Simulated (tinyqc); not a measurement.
Non-radiative capture by multiphonon emission, one effective mode: one step, computed by the program tinyqc.

The initial state (free carrier plus empty centre) lies dE above the final state; both have the same frequency and are displaced by dQ.

Task: Geometry of the two curves. dQ = sqrt(2 S (hbar^2/u)/hbar omega); relaxation energy lambda = S hbar omega; phonons needed P = dE/hbar omega; classical barrier E_b = (dE - lambda)^2/(4 lambda); occupation n = 1/(exp(hbar omega/k_B T) - 1).

Inputs (values chosen for the exercise, with mass, screening and phonons like those of beta-Ga2O3):

| quantity | value | unit |
|---|---|---|
| energy released dE | 0.38 | eV |
| phonon energy hbar omega | 31.1 | meV |
| Huang-Rhys factor S | 5.94 | - |
| temperature T | 200 | K |

Centre: repulsive.

Constants: hbar^2/u = 4.18015928e-03 eV angstrom^2; k_B = 8.617333262e-05 eV/K.

Give: dQ; lambda; P; classical barrier E_b; occupation n.

Result:

dQ = 1.264 u^(1/2) angstrom

lambda = 0.184734 eV

P = 12.22

classical barrier E_b = 0.05160 eV

occupation n = 0.1970

dE exceeds lambda: the inverted case usual for deep centres, in which the curves cross on the far side of the initial minimum.
